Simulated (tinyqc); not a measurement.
Ion-assisted plasma etching: sheath, surface coverage, synergy and aspect-ratio dependence. Changing the plasma density n_e. Computed by tinyqc, a small Python program. Command: `OMP_NUM_THREADS=1 python tinyqc.py 3025049 3025050 out.jsonl etch sweep`. One thread of a shared host (Intel(R) Xeon(R) Processor @ 2.30GHz), about 0.01 s of CPU time with the checks.

Radicals adsorb on bare sites; ions remove covered sites with a high yield and bare sites by sputtering; a slow spontaneous reaction acts everywhere, walls included.

Inputs (values chosen for the exercise, close to those used for silicon dioxide in a fluorocarbon plasma):

| quantity | value | unit |
|---|---|---|
| electron temperature T_e | 2.8 | eV |
| ion mass M_i | 50 | u |
| sheath voltage V | 140 | V |
| radical density n | 1.3e+12 | 1/cm^3 |
| radical mass M_n | 19 | u |
| gas temperature T_g | 300 | K |
| sticking coefficient s | 0.36 | - |
| radicals per removed unit x | 3 | - |
| yield slope b | 0.21 | eV^(-1/2) |
| threshold E_th | 9.1 | eV |
| sputter slope b_p | 0.014 | eV^(-1/2) |
| sputter threshold E_p | 33 | eV |
| spontaneous reaction probability k_c | 3.3e-06 | - |
| solid density N | 2.2e+22 | 1/cm^3 |
| ion temperature T_i | 0.73 | eV |

Feature: long trench.

Constants: e = 1.602176634e-19 C; u = 1.6605390666e-27 kg; k_B = 1.380649e-23 J/K; eps_0 = 8.8541878128e-12 F/m.

Method:
- Bohm speed u_B = sqrt(e T_e/M_i); ion flux G_i = 0.61 n_e u_B; radical flux G_n = n c/4 with c = sqrt(8 k_B T_g/(pi M_n)).
- Debye length lambda_D = sqrt(eps_0 T_e/(e n_s)) with n_s = 0.61 n_e, T_e in volts; Child-law sheath d = (sqrt2/3) lambda_D (2 V/T_e)^(3/4); ion energy E = V + T_e/2; angular spread = arctan(sqrt(T_i/E)).
- Yields: Y = b (sqrt(E) - sqrt(E_th)) on covered sites, Y_p = b_p (sqrt(E) - sqrt(E_p)) on bare ones (zero below threshold).
- Steady coverage: s G_n (1 - theta) = x Y G_i theta; removal flux = Y G_i theta + Y_p G_i (1 - theta) + k_c G_n; rate = flux/N, 1 cm/s = 6e8 nm/min.
- Lateral rate = k_c G_n/N; anisotropy = 1 - lateral/vertical; synergy = vertical/(ions alone + radicals alone), with ions alone Y_p G_i/N and radicals alone the lateral rate.

One run for each value:

| plasma density n_e (1/cm^3) | vertical rate (nm/min) | coverage theta | anisotropy | sheath thickness (um) |
|---|---|---|---|---|
| 2.00e+09 | 11.81 | 0.81013 | 0.99986 | 5309.0 |
| 4.30e+09 | 21.09 | 0.66493 | 0.99992 | 3620.7 |
| 9.50e+09 | 34.06 | 0.47320 | 0.99995 | 2435.9 |
| 2.10e+10 | 48.70 | 0.28894 | 0.99997 | 1638.4 |
| 4.50e+10 | 64.28 | 0.15940 | 0.99997 | 1119.2 |
| 2.10e+11 | 126.25 | 0.03905 | 0.99999 | 518.1 |
| 4.60e+11 | 210.67 | 0.01821 | 0.99999 | 350.1 |
| 1.00e+12 | 390.94 | 0.00846 | 1.00000 | 237.4 |

Give the missing row, plasma density n_e (1/cm^3) = 9.70e+10.

Computed row:
```
plasma density n_e (1/cm^3)  vertical rate (nm/min)  coverage theta  anisotropy  sheath thickness (um)
9.70e+10                                      86.20         0.08086     0.99998                  762.3
```

Interpolating between the two neighbouring rows (the first column on a logarithmic scale, the others too where they are positive) misses most in vertical rate (nm/min), by 4.4 %. Over the rows, vertical rate (nm/min) rises from 11.8 to 391 (exponent d ln y / d ln x between 0.36 and 0.80); coverage theta falls from 0.810 to 0.00846 (exponent d ln y / d ln x -0.26 between the first rows and -0.99 between the last); anisotropy rises from 0.999857 to 0.999996. The exponent of sheath thickness stays at -0.50: the sheath scales with the Debye length. More ions strip the radicals, so control passes from ions to radicals.

Caution (rows 2.00e9, 4.30e9, 9.50e9): a sheath of several millimetres is collisional at usual pressures, which lowers the ion energy and widens the angles.

Extremes, crossings and ranges named in words are read from the listed rows.
